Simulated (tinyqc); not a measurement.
Inside a calculation. Method: coupled-perturbed Hartree-Fock on RHF in the 3-21g basis, for He, spin multiplicity 1. The polarisability along this axis is zero because the basis has no function that the field can mix in; the real value is not. One step of it, computed by the program tinyqc.

Task: Iteration 1: building the Fock matrix. J_ij = sum D_kl (ij|kl), K_ij = sum D_kl (ik|jl); F = H + J - 0.5 K; E = tr D H + tr D J / 2 - 0.25 tr D K + E_nn.

D at the start:
```
          1He 1s    1He 2s
1He 1s  0.761416  0.618462
1He 2s  0.618462  0.502347
```

core Hamiltonian H = T + V (hartree):
```
           1He 1s     1He 2s
1He 1s  -1.573565  -1.656343
1He 2s  -1.656343  -1.400640
```

Two-electron integrals (ij|kl) in chemists' order, unique and non-zero (hartree):
```
(11|11) 1.803255   (21|11) 0.876507   (21|21) 0.452077   (22|11) 0.917008
(22|21) 0.514678   (22|22) 0.698314
```

nuclear repulsion = 0 hartree

Give: Coulomb J; exchange K; Fock matrix F; total energy of this density.

Result:

Coulomb J (hartree):
```
        1He 1s  1He 2s
1He 1s   2.918   1.485
1He 2s   1.485   1.686
```

exchange K (hartree):
```
        1He 1s  1He 2s
1He 1s   2.684   1.773
1He 2s   1.773   1.332
```

Fock matrix F (hartree):
```
        1He 1s  1He 2s
1He 1s   0.002  -1.058
1He 2s  -1.058  -0.381
```

total energy of this density = -2.72415 hartree
